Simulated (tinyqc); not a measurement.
What moves the results: defect, radiative and Auger recombination at equal electron and hole densities (ABC model). A value that a table varies takes the place of the one given here.

J/(e d) = Ae n + B n^2 + C n^3 with Ae = A + 4 S/w (four side walls, carriers spread evenly), e = 1.602176634e-19 C, lengths in cm; internal efficiency IQE = B n^2/(Ae n + B n^2 + C n^3); all injected carriers recombine in the layer.

Values chosen for the exercise (orders of magnitude like those quoted for GaAs; not measured data):
- A = 3000000 1/s (defect rate)
- B = 1.7e-10 cm^3/s (radiative coefficient)
- C = 1.6e-30 cm^6/s (Auger coefficient)
- S = 0 cm/s (recombination velocity of the side walls)
- w = 190 micrometre (side of the square mesa)
- d = 140 nm (active thickness)
- S2 = 2200 cm/s (recombination velocity of the side walls in this comparison)
- J = 640 A/cm^2 (current density)

## Efficiency against current

The slope is d ln(B n^2)/d ln J = 2 (Ae + B n + C n^2)/(Ae + 2 B n + 3 C n^2).

Results:
```
J (A/cm^2)  n (1/cm^3)    IQE  slope  differential lifetime (ns)
0.70          3.49e+16  0.664  1.202                        67.2
3.0           8.03e+16  0.819  1.099                        33.0
10            1.53e+17  0.896  1.054                        18.1
40            3.15e+17  0.944  1.026                        9.05
2.0e+02       7.13e+17  0.970  1.009                        4.03
7.0e+02       1.34e+18  0.975  1.000                        2.14
3.0e+03       2.76e+18  0.969  0.991                        1.02
1.0e+04       5.00e+18  0.952  0.980                       0.549
4.0e+04       9.79e+18  0.914  0.960                       0.264
2.0e+05       2.09e+19  0.835  0.924                       0.108
```

What can be read from the table?

IQE peaks at 0.975 for J = 733 A/cm^2, where the slope passes 1. It is 0.664 at the lowest current and 0.835 at the highest, a droop of 14 %. The slope runs from 1.20 to 0.92; its limits are 2 (defects alone), 1 (radiation alone) and 2/3 (Auger alone). Rows above 1e5 A/cm^2 (1 of them) are formal: heating, left out, would destroy a real device. In the 4 rows above about 2e18 1/cm^3 the bands are degenerate: B saturates and stimulated emission, left out, would clamp n in a laser cavity.

## Shrinking the mesa

S = S2; w takes the values listed.

Results:
```
w (micrometre)  Ae (1/s)  IQE_max  J at the peak (A/cm^2)  IQE at J
200             3.44e+06    0.973                     842     0.973
100             3.88e+06    0.972                     952     0.971
50              4.76e+06    0.969                1.17e+03     0.967
20              7.40e+06    0.961                1.83e+03     0.956
10              1.18e+07    0.951                2.96e+03     0.937
5               2.06e+07    0.937                5.24e+03     0.901
2               4.70e+07    0.907                1.23e+04     0.800
1               9.10e+07    0.876                2.48e+04     0.658
```

How do the results move?

The walls equal the bulk defect rate at w = 4 S/A = 29.3 micrometre. From 200 to 1 micrometre the peak efficiency falls from 0.973 to 0.876 and moves to a current 29.4 times higher; at the fixed J the efficiency goes from 0.973 to 0.658. For large w diffusion to the walls, left out here, would limit the loss.

## Spreading the carriers over a thicker layer

d is multiplied by the factor listed, at the same J.

Results:
```
factor  n (1/cm^3)   defect  radiative    Auger
0.10      4.01e+18  0.00422      0.960   0.0362
0.20      2.85e+18  0.00599      0.968   0.0260
0.50      1.81e+18  0.00951      0.974   0.0166
1.0       1.28e+18   0.0134      0.975   0.0117
2.0       9.03e+17   0.0190      0.973  0.00827
5.0       5.69e+17   0.0299      0.965  0.00517
10        4.00e+17   0.0421      0.954  0.00359
20        2.81e+17   0.0590      0.939  0.00248
```

What can be read from the table?

The best factor listed is 1 (IQE 0.9748); the optimum factor equals J/J_peak = 0.873, a layer of 122 nm, since only J/d matters and the peak value 0.975 does not depend on d. A thicker layer trades Auger loss (0.0362 to 0.00248) for defect loss (0.00422 to 0.059).

## What moves the efficiency

IQE_max = Q/(Q + 2) with Q = B/sqrt(Ae C), reached at n = sqrt(Ae/C). Each row changes one parameter from the base and keeps the others.

Results:
```
case                 n (1/cm^3)     IQE  IQE_max  J at the peak (A/cm^2)
base                  1.279e+18  0.9748   0.9749                     733
A = 6000000 1/s       1.271e+18  0.9618   0.9648                1.48e+03
B = 2.55e-10 cm^3/s   1.049e+18  0.9825   0.9831                1.09e+03
C = 3.2e-30 cm^6/s    1.272e+18  0.9636   0.9648                     371
d = 280 nm            9.035e+17  0.9727   0.9749                1.47e+03
J = 1920 A/cm^2       2.212e+18  0.9720   0.9749                     733
```

How do the results move?

The largest shifts from the base row, up to three for each result and ties (the steps differ in size, so this ranks the rows, not the parameters). n (1/cm^3): J +9.33e+17, d -3.76e+17, B -2.31e+17. IQE: A -0.0130, C -0.0113, B +0.00770. IQE_max: A -0.0100, C -0.0100, B +0.00823; unchanged at the printed digits by d and J. J at the peak (A/cm^2): A +749, d +733, C -363; unchanged at the printed digits by J.

Computed by tinyqc, a small Python program: `OMP_NUM_THREADS=1 python tinyqc.py 1652108 1652109 out.jsonl` (the numbers bound the seed that draws the inputs); one thread of a shared host (Intel(R) Xeon(R) Processor @ 2.30GHz), about 0.01 s for the whole set of steps.
